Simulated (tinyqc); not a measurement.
Optical gain and spontaneous emission in a bulk direct-gap semiconductor: sweeps and comparisons. A value that a table varies takes the place of the one given here.

Parabolic bands, vertical transitions, no excitons. For each hole band j: mr = me mj/(me + mj); joint density of states J_j(E) = (mr/c)^(3/2) sqrt(E - Eg)/(2 pi^2), both spins, c = hbar^2/2m0; averaged matrix element |e.p|^2 = m0 Ep/6; alpha_j(E) = 4 pi^2 alpha_f c Ep J_j/(3 nr E) in 1/angstrom (alpha_f the fine-structure constant, listed as alpha among the constants), times 1e8 for 1/cm.

F_j(eta) = (1/Gamma(j + 1)) integral_0^infinity x^j dx/(1 + exp(x - eta)), which tends to exp(eta) for eta << 0.

Quasi-Fermi levels: n = Nc F_1/2(Fc/kT) and p = Nv F_1/2(Fv/kT), Fc counted up from the conduction edge and Fv down from the valence edge; Nc, Nv from N = 2 (m kB T/(4 pi c))^(3/2) with c = hbar^2/2m0, in 1/angstrom^3; times 1e24 for 1/cm^3, with me and (mhh^(3/2) + mlh^(3/2))^(2/3).

For band j the electron sits at Ee = (E - Eg) mr/me above its edge and the hole at Eh = (E - Eg) mr/mj; fe = 1/(1 + exp((Ee - Fc)/kT)), fh = 1/(1 + exp((Eh - Fv)/kT)); gain g = sum_j alpha_j (fe + fh - 1).

Spontaneous rate: R = integral of (nr E/(hbar c))^2/(pi^2 hbar) sum_j alpha_j fe fh dE, with alpha in 1/cm and (nr E/(hbar c))^2 in 1/cm^2 (1e16 per 1/angstrom^2); B = R/(n p); lifetime n/R.

Constants: hbar^2/2m0 = 3.80998211 eV angstrom^2; fine-structure constant alpha = 0.007297352564; kB = 8.617333262e-05 eV/K; hbar = 6.58211957e-16 eV s; hbar c = 1973.269805 eV angstrom.

Parameters, chosen for this exercise (near those of InP; shifted at random, so the results belong to these values and not to a real crystal): Eg = 1.364 eV (direct gap); me = 0.077 m0 (electron mass); mhh = 0.62 m0 (heavy-hole mass); mlh = 0.09 m0 (light-hole mass); Ep = 21.5 eV (Kane energy); nr = 3.46 (refractive index); T = 200 K; n = 2.7e+18 1/cm^3 (injected density, n = p).

## Peak gain against injection

The peak is the largest g over E; a dash marks no gain.

Gain:

| n (1/cm^3) | Fc (eV) | Fv (eV) | peak gain (1/cm) | peak E - Eg (eV) | B (cm^3/s) |
|---|---|---|---|---|---|
| 4.3e+17 | 0.0155 | -0.0478 | - | - | 2.33e-10 |
| 6.8e+17 | 0.0283 | -0.0397 | - | - | 2.19e-10 |
| 9.8e+17 | 0.0405 | -0.0331 | 41 | 0.0025 | 2.05e-10 |
| 1.2e+18 | 0.0481 | -0.0294 | 161 | 0.0068 | 1.96e-10 |
| 1.5e+18 | 0.0576 | -0.0253 | 349 | 0.0124 | 1.85e-10 |
| 2.0e+18 | 0.0716 | -0.0200 | 665 | 0.0209 | 1.70e-10 |
| 2.6e+18 | 0.0866 | -0.0149 | 1017 | 0.0302 | 1.55e-10 |
| 3.4e+18 | 0.1047 | -0.0096 | 1435 | 0.0409 | 1.40e-10 |

transparency density (Fc + Fv = 0) = 8.53e+17 1/cm^3

How do the results move?

Gain starts at 8.53e+17 1/cm^3, where Fc = -Fv = 0.0356 eV: with Nv/Nc = 24 the electrons must be degenerate before the holes are. The slope of peak gain against n is 5.45e-16 cm^2 between the first two rows with gain and 5.23e-16 between the last two; the peak moves from 0.0025 to 0.0409 eV above the gap as the bands fill, and B falls by a factor 1.66. Line broadening and gap shrinkage are left out.

## Gain spectrum

At the density n.

Spectrum:

| E - Eg (eV) | alpha, empty (1/cm) | fe, heavy | fh, heavy | g (1/cm) |
|---|---|---|---|---|
| 0.005 | 2110 | 0.993 | 0.298 | 600 |
| 0.010 | 2973 | 0.991 | 0.292 | 802 |
| 0.020 | 4175 | 0.984 | 0.279 | 1005 |
| 0.030 | 5076 | 0.974 | 0.266 | 1071 |
| 0.045 | 6151 | 0.945 | 0.248 | 989 |
| 0.060 | 7027 | 0.888 | 0.230 | 664 |
| 0.080 | 8002 | 0.738 | 0.208 | -336 |
| 0.100 | 8825 | 0.500 | 0.188 | -2113 |
| 0.130 | 9859 | 0.176 | 0.160 | -5198 |
| 0.170 | 10981 | 0.026 | 0.129 | -8183 |
| 0.220 | 12097 | 0.002 | 0.097 | -10689 |

Fc + Fv = 0.0748 eV

What can be read from the table?

g is positive below E - Eg = 0.0748 eV; the largest value listed is 1071 1/cm at 0.030 eV. At 0.220 eV above the gap g is -0.88 times the absorption of the empty crystal, whose limit is -1.

## Transparency density and B against temperature

Eg is held fixed; B is taken at n = 1e15 1/cm^3.

Results:

| T (K) | transparency density (1/cm^3) | Fc/kT there | B (cm^3/s) |
|---|---|---|---|
| 100 | 3.02e+17 | 2.067 | 7.35e-10 |
| 150 | 5.54e+17 | 2.067 | 4.02e-10 |
| 200 | 8.53e+17 | 2.067 | 2.62e-10 |
| 250 | 1.19e+18 | 2.067 | 1.89e-10 |
| 300 | 1.57e+18 | 2.067 | 1.44e-10 |
| 350 | 1.98e+18 | 2.067 | 1.15e-10 |
| 400 | 2.41e+18 | 2.067 | 9.45e-11 |
| 500 | 3.37e+18 | 2.067 | 6.82e-11 |

What can be read from the table?

Fc/kT at transparency stays at 2.067, since it depends on Nv/Nc alone, so the density goes as T^1.50. B goes as T^-1.48, against T^-1.5 for non-degenerate carriers: hot carriers spread over k and fewer pairs share a wave vector.

## What moves transparency and gain

Transparency is Fc + Fv = 0; the peak is the largest g over E at the density n (0 if none). Each row changes one parameter from the base and keeps the others.

Results:

| case | transparency density (1/cm^3) | Fc + Fv (eV) | peak gain (1/cm) |
|---|---|---|---|
| base | 8.53e+17 | 0.0748 | 1072 |
| me = 0.0885 m0 | 9.77e+17 | 0.0624 | 1119 |
| mhh = 0.372 m0 | 6.60e+17 | 0.0894 | 1771 |
| Ep = 23.7 eV | 8.53e+17 | 0.0748 | 1182 |
| T = 240 K | 1.12e+18 | 0.0643 | 762 |
| n = 3.51e+18 1/cm^3 | 8.53e+17 | 0.0981 | 1489 |
| nr = 3.63 | 8.53e+17 | 0.0748 | 1022 |

How do the results move?

The largest shifts from the base row, up to three for each result and ties (the steps differ in size, so this ranks the rows, not the parameters). transparency density (1/cm^3): T +2.68e+17, mhh -1.93e+17, me +1.24e+17; unchanged at the printed digits by Ep, n and nr. Fc + Fv (eV): n +0.0233, mhh +0.0146, me -0.0124; unchanged at the printed digits by Ep and nr. peak gain (1/cm): mhh +699, n +416, T -310.

Computed by tinyqc, a small Python program: `OMP_NUM_THREADS=1 python tinyqc.py 1651605 1651606 out.jsonl` (the numbers bound the seed that draws the inputs); one thread of a shared host (Intel(R) Xeon(R) Processor @ 2.30GHz), about 0.09 s for the whole set of steps.
